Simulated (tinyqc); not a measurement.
Sp3 tight binding, zinc-blende lattice, step by step. One step of it, computed by the program tinyqc.

Question. Bloch Hamiltonian at G. Slater-Koster rules over the four bonds with direction cosines (l, m, n): ss V_ss; s-px l V_sp; px-s -l V_sp; px-px l^2 V_pps + (1 - l^2) V_ppp; px-py l m (V_pps - V_ppp); each times exp(i k.d).

Parameters chosen for this model: zinc-blende lattice, anion at 0, cation at a/4 (1,1,1); V = eta hbar^2 / (m d^2), hbar^2/m = 7.619964 eV angstrom^2:
```
parameter          value      unit
a               5.540000  angstrom
d               2.398890  angstrom
Es anion      -15.280000        eV
Ep anion       -6.760000        eV
Es cation     -12.400000        eV
Ep cation      -5.260000        eV
eta ss         -1.400000
eta sp          1.840000
eta pp sigma    3.240000
eta pp pi      -0.810000
V ss           -1.853788        eV
V sp            2.436408        eV
V pp sigma      4.290196        eV
V pp pi        -1.072549        eV
```

k point G (2 pi / a): 0  0  0

Give: H(k) at G.

Answer.

H(k) at G (eV), lower triangle:
```
          a s    a px    a py    a pz      c s    c px    c py    c pz
a s   -15.280
a px    0.000  -6.760
a py    0.000   0.000  -6.760
a pz    0.000   0.000   0.000  -6.760
c s    -7.415   0.000   0.000   0.000  -12.400
c px    0.000   2.860   0.000   0.000    0.000  -5.260
c py    0.000   0.000   2.860   0.000    0.000   0.000  -5.260
c pz    0.000   0.000   0.000   2.860    0.000   0.000   0.000  -5.260
```
